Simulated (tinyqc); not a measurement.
Heavy doping: band filling, gap narrowing, band tails and the effective intrinsic density: one step, computed by the program tinyqc.

An n-type crystal above its Mott density, with all dopants ionised: n = N_D - N_A, ionised centres N_I = N_D + N_A. Valleys are taken as spherical with mass m_e.

Task: Screening, narrowing and potential fluctuations. Screening: q^2 = (e/(eps eps_0)) dn/dE_F. Exchange lowers the conduction band by (1/pi) k_F e^2/(4 pi eps_0 eps) (T = 0 Hartree-Fock at k_F, taken as a rigid shift). Screening raises the valence band by (q/2) e^2/(4 pi eps_0 eps) (static Coulomb hole). The narrowing is the sum; electron correlation and carrier-ion shifts are left out. Root-mean-square potential of randomly placed ions: V_rms = (e^2/(4 pi eps_0 eps)) sqrt(2 pi N_I/q).

Inputs (values chosen for the exercise, for a model semiconductor): valleys M_c = 1; dielectric constant eps = 7.13; donor density N_D = 5e+19 cm^-3; compensation ratio N_A/N_D = 0.5; temperature T = 400 K.

Conduction band: parabolic.

n = 2.50e+19 cm^-3

dn/dE_F = 2.754379e+20 cm^-3/eV

Constants: e = 1.602176634e-19 C; eps_0 = 8.8541878128e-12 F/m; e^2/(4 pi eps_0) = 14.39964548 eV angstrom; k_B = 8.617333262e-05 eV/K.

Give: screening length 1/q; exchange term; Coulomb-hole term; gap narrowing; V_rms.

Result:

screening length 1/q = 11.96 angstrom

exchange term = 58.15 meV

Coulomb-hole term = 84.43 meV

gap narrowing = 142.6 meV

V_rms = 151.6 meV

Caution: V_rms exceeds both E_F and k_B T, so band tails reshape the edge. Caution: r_s is above 1.2, where these high-density terms are rough.
